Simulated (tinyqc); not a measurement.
Semiconductor laser, carrier and photon rate equations: effect of the gain coefficient on threshold and bandwidth.

Carrier density N and photon density S in one mode: dN/dt = F1 = eta I/(q V) - (A N + B N^2 + C N^3) - vg g S; dS/dt = F2 = G vg g S + G be B N^2 - S/tp, with g = g0 ln(N/Ntr)/(1 + ec S). Output power P = Fo Eph S V/(G tp). No heating, no carrier transport.

gth = 1/(G vg tp), Nth = Ntr exp(gth/g0), Ith = q V (A Nth + B Nth^2 + C Nth^3)/eta. N and S are the steady state (F1 = F2 = 0, S > 0). Jacobian, with a = g0/(N (1 + ec S)) and d = g/(1 + ec S): J11 = -(A + 2 B N + 3 C N^2) - vg a S, J12 = -vg d, J21 = G vg a S + 2 G be B N, J22 = G vg d - 1/tp. wR^2 = det J, gamma = -trace J, fR = wR/(2 pi); the response wR^2/(wR^2 - w^2 + i gamma w) falls to 1/sqrt(2) at w^2 = x + sqrt(x^2 + wR^4), x = wR^2 - gamma^2/2 (f3dB = w/(2 pi)).

Parameters, values chosen for the exercise:
- V = 3.3e-12 cm^3 (active volume)
- G = 0.064 (confinement factor)
- vg = 7.63e9 cm/s (group velocity)
- Ntr = 1.5e18 cm^-3 (transparency density)
- ec = 3e-17 cm^3 (gain compression)
- tp = 1.9 ps (photon lifetime)
- A = 2.1e7 1/s (defect recombination coefficient)
- B = 7.6e-11 cm^3/s (radiative coefficient)
- C = 4.6e-30 cm^6/s (Auger coefficient)
- be = 0.00024 (share of spontaneous emission into the mode)
- eta = 0.7 (injection efficiency)
- Fo = 0.56 (share of cavity losses that is output)
- Eph = 0.95 eV (photon energy)
- I = 1.9 mA (drive current)

Constants: q = 1.602176634e-19 C. Results are converted to the units shown.

Effect of the gain coefficient on threshold and bandwidth:

| g0 (1/cm) | Ith (mA) | P (mW) | fR (GHz) | gamma (1/ns) | f3dB (GHz) |
|---|---|---|---|---|---|
| 1400 | 0.7718 | 0.4178 | 2.813 | 4.156 | 4.329 |
| 1800 | 0.5418 | 0.5042 | 3.810 | 5.086 | 5.873 |
| 2300 | 0.4156 | 0.5518 | 4.805 | 5.963 | 7.415 |
| 3000 | 0.3335 | 0.5827 | 5.955 | 7.038 | 9.195 |
| 3800 | 0.2868 | 0.6003 | 7.064 | 8.203 | 10.91 |
| 4900 | 0.2529 | 0.6131 | 8.369 | 9.772 | 12.92 |
| 6300 | 0.2297 | 0.6218 | 9.794 | 11.75 | 15.12 |

As g0 goes from 1400 to 6300 1/cm, Ith falls from 0.772 to 0.230 mA, fR rises from 2.81 to 9.79 GHz, gamma rises from 4.16 to 11.8 1/ns and f3dB rises from 4.33 to 15.1 GHz.

Computed by the program tinyqc: `OMP_NUM_THREADS=1 python tinyqc.py 2840035 2840036 out.jsonl`, one thread of a shared Intel Xeon 2.30GHz, about 0.01 s for the whole run.
